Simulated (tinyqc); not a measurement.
Equilibrium crystal shape, supported particles, Gibbs-Thomson effect and coarsening: one step, computed by the program tinyqc.

A cubic crystal bounded by {100}, {110} and {111} facets only.

Task: Gibbs-Thomson solubility and coarsening. Spherical precipitates of nearly pure solute with atomic volume Omega: x(r) = x_inf exp(l/r), l = 2 gamma_i Omega/(k_B T). Diffusion-limited coarsening at small volume fraction (Lifshitz-Slyozov-Wagner): r^3 = r0^3 + K t, K = (4/9) D x_inf l; the number density falls as (r0/r)^3. The steady size distribution is assumed from the start, and D and x_inf are inputs that do not follow T.

Inputs (values chosen for the exercise, for a model metal):
```
quantity                                value   unit
temperature T                             550      K
precipitate interface energy gamma_i     0.24  J/m^2
solubility x_inf at a flat interface   0.0029      -
diffusivity D                         8.7e-20  m^2/s
mean radius at the start r0               1.6     nm
time t                                   3400      s
```

Omega = 33.70957 angstrom^3

Constants: k_B = 1.380649e-23 J/K.

Give: capillary length l; x(r0)/x_inf; rate constant K; mean radius at t; number density over its start.

Result:

capillary length l = 2.1308 nm

x(r0)/x_inf = 3.7877

rate constant K = 2.3894e-04 nm^3/s

mean radius at t = 1.6995 nm

number density over its start = 0.83449

The time to double the radius is 7 r0^3/K = 120000 s; t is 0.028 times that. Caution: l is not small against r0, so the linearised Gibbs-Thomson law behind the coarsening rate is rough.
